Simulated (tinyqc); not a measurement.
## A chain with uneven site energies and dephasing by Buettiker voltage probes: effect of the dephasing strength

Sites 1 to 6 form a chain with hopping -t. Lead L joins site 1 and lead R site 6, both semi-infinite chains with hopping -t and site energy 0. Every site carries a probe with self-energy -i Gamma_p/2 that draws no net current. Linear response at zero temperature: mu_L = 1, mu_R = 0 in units of the bias.

Sigma = t^2 g(E), g(x) = (x - i sqrt(4 t^2 - x^2))/(2 t^2) for |x| < 2 t and (x - sign(x) sqrt(x^2 - 4 t^2))/(2 t^2) otherwise; Gamma = -2 Im Sigma; G = (E - H - Sigma_L - Sigma_R + i Gamma_p/2)^(-1). With Gamma the broadening by one lead, T_RL = Gamma^2 |G_(6,1)|^2, T_pL = Gamma Gamma_p |G_(p,1)|^2, T_pR = Gamma Gamma_p |G_(p,6)|^2, T_pq = Gamma_p^2 |G_(p,q)|^2 for p != q. No current into probe p: W mu = T_pL with W_pp = T_pL + T_pR + sum_q T_pq and W_pq = -T_pq. Then T_eff = T_RL + sum_p T_pR mu_p, and the resistance is (h/2q^2)/T_eff. Without probes means Gamma_p = 0.

Inputs (values chosen for the exercise):
```
symbol                                     value  unit                      meaning
t                                              1    eV  hopping (matrix element -t)
U       [-0.37, 1.01, -0.23, 0.08, -0.04, -0.12]    eV         site energies 1 to N
E                                           0.45    eV                 Fermi energy
```

Constants: q = 1.602176634e-19 C, h = 6.62607015e-34 J s. Results are converted to the units shown.

Result of one run:
```
T_RL    through probes   T_eff  resistance (kohm)
0.5080         0.01158  0.5196              24.84
```

Which probe broadening Gamma_p gp gave this result: 0.011, 0.27, 0.98 or 1.9 eV?

gp = 0.011 eV.

The whole series:
```
gp (eV)      T_RL  through probes   T_eff  resistance (kohm)
0.011      0.5080         0.01158  0.5196              24.84
0.021      0.4934         0.02177  0.5151              25.05
0.039      0.4682         0.03933  0.5075              25.43
0.075      0.4219         0.07153  0.4934              26.16
0.14       0.3501          0.1208  0.4709              27.41
0.27       0.2424          0.1915  0.4339              29.74
0.51       0.1243          0.2567  0.3811              33.87
0.98      0.03449          0.2705  0.3050              42.32
1.9      0.003117          0.2039  0.2070              62.36
3.5      7.805e-5          0.1164  0.1165              110.8
```

Without probes the transmission is 0.525. T_eff falls from 0.520 to 0.116; the direct part falls from 0.508 to 7.81e-5 and the part through probes goes from 0.0116 through a maximum of 0.271 (at gp = 0.98 eV among the rows listed) to 0.116. At this energy dephasing lowers T_eff from the start: the probes give back less than the direct part loses.

Computed by the program tinyqc: `OMP_NUM_THREADS=1 python tinyqc.py 2700020 2700021 out.jsonl`, one thread of a shared Intel Xeon 2.30GHz, about 0.01 s for the whole run.
